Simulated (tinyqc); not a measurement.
Boltzmann transport in a parabolic band with a power-law relaxation time: one step. Transport coefficients. Three cases, with inputs chosen for the exercise.

Problem. Form the ratios; u is the mean energy carried, in kT.

tau = tau0 x^r with x = E/kT. With K_j = Gamma(j + 1) F_j(eta): <tau> = tau0 (r + 3/2) K_(r+1/2)/((3/2) K_(1/2)); mu = <tau>/(mc m0/e), m0/e = 5.685630e-12 kg/C; Hall factor rH = (3/2) K_(1/2) (2r + 3/2) K_(2r+1/2)/((r + 3/2) K_(r+1/2))^2; Seebeck S = -(kB/e) [(r + 5/2) K_(r+3/2)/((r + 3/2) K_(r+1/2)) - eta]; Lorenz number L = (kB/e)^2 [(r + 7/2) K_(r+5/2)/((r + 3/2) K_(r+1/2)) - ((r + 5/2) K_(r+3/2)/((r + 3/2) K_(r+1/2)))^2]; kB/e in V/K. Valley anisotropy is left out of rH.

Constants: kB = 8.617333262e-05 eV/K.

Give: <tau>/tau0; rH; u; S; L.

Case 1.

Values chosen (out of a larger set: masses near those of GaN; tau0 is set for a mobility of the usual size at this n, kL is a free input; freeze-out and phonon drag, which matter near 77 K, are left out; not measured data): r = 1.5 (exponent of tau).

F_j and K_j:

| j | F_j | K_j |
|---|---|---|
| 0.500 | 0.05913232 | 0.05240465 |
| 2.000 | 0.05993276 | 0.1198655 |
| 3.000 | 0.06015534 | 0.3609320 |
| 4.000 | 0.06026750 | 1.446420 |
| 3.500 | 0.06022096 | 0.7004738 |

eta = -2.807088

Solution.

<tau>/tau0 = 4.575
rH = 1.916
u = 4.015
S = -587.9 microvolt/K
L = 2.965 1e-8 W ohm/K^2

The non-degenerate limits are rH = 1.933, u = r + 5/2 = 4 and L = (r + 5/2)(kB/e)^2 = 2.970; the degenerate ones are rH = 1 and L = 2.443.

Case 2.

Values chosen (out of a larger set: masses near those of Si; tau0 is set for a mobility of the usual size at this n, kL is a free input; freeze-out and phonon drag, which matter near 77 K, are left out; not measured data): r = -0.5 (exponent of tau).

F_j and K_j:

| j | F_j | K_j |
|---|---|---|
| 0.500 | 0.003535781 | 0.003133504 |
| 0.000 | 0.003533951 | 0.003533951 |
| 1.000 | 0.003537075 | 0.003537075 |
| 2.000 | 0.003538638 | 0.007077276 |
| -0.500 | 0.003531366 | 0.006259184 |

eta = -5.643571

Solution.

<tau>/tau0 = 0.752
rH = 1.178
u = 2.002
S = -658.8 microvolt/K
L = 1.486 1e-8 W ohm/K^2

The non-degenerate limits are rH = 1.178, u = r + 5/2 = 2 and L = (r + 5/2)(kB/e)^2 = 1.485; the degenerate ones are rH = 1 and L = 2.443.

Case 3.

Values chosen (out of a larger set: masses near those of Si; tau0 is set for a mobility of the usual size at this n, kL is a free input; freeze-out and phonon drag, which matter near 77 K, are left out; not measured data): r = 1.5 (exponent of tau).

F_j and K_j:

| j | F_j | K_j |
|---|---|---|
| 0.500 | 9.629235 | 8.533687 |
| 2.000 | 33.72783 | 67.45567 |
| 3.000 | 58.27972 | 349.6783 |
| 4.000 | 86.41755 | 2074.021 |
| 3.500 | 72.13114 | 839.0098 |

eta = 5.312207

Solution.

<tau>/tau0 = 15.809
rH = 1.180
u = 6.912
S = -137.8 microvolt/K
L = 2.578 1e-8 W ohm/K^2

The non-degenerate limits are rH = 1.933, u = r + 5/2 = 4 and L = (r + 5/2)(kB/e)^2 = 2.970; the degenerate ones are rH = 1 and L = 2.443.

Computed by tinyqc, one run a case: `OMP_NUM_THREADS=1 python tinyqc.py N N+1 out.jsonl` with N = 1680609, 1680649, 1680961; one thread of a shared Intel(R) Xeon(R) Processor @ 2.30GHz, about 0.01 s a run at most.
